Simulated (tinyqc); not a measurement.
# Gain of the pnp from the holding current

Problem. On state with both base-emitter voltages at Von: npn base current Ib = (Von/Rs + bp Von/Rw)/(bn bp - 1), holding current Ih = (bn + 1) Ib + Von/Rs. Find bp.

Values chosen for this exercise: current gain of the npn bn = 16.9; substrate resistance shunting the npn Rs = 1700 ohm; well resistance shunting the pnp Rw = 2000 ohm; base-emitter voltage in the on state Von = 0.72 V.

Ih = 1.3651745 mA

Answer. Ih gives Ib, and Ib (bn bp - 1) = Von/Rs + bp Von/Rw is linear in bp.

bp = 0.9000

tinyqc, about 0.04 s, one thread, Intel Xeon 2.30GHz (shared host): `OMP_NUM_THREADS=1 python tinyqc.py 2670027 2670028 out.jsonl`
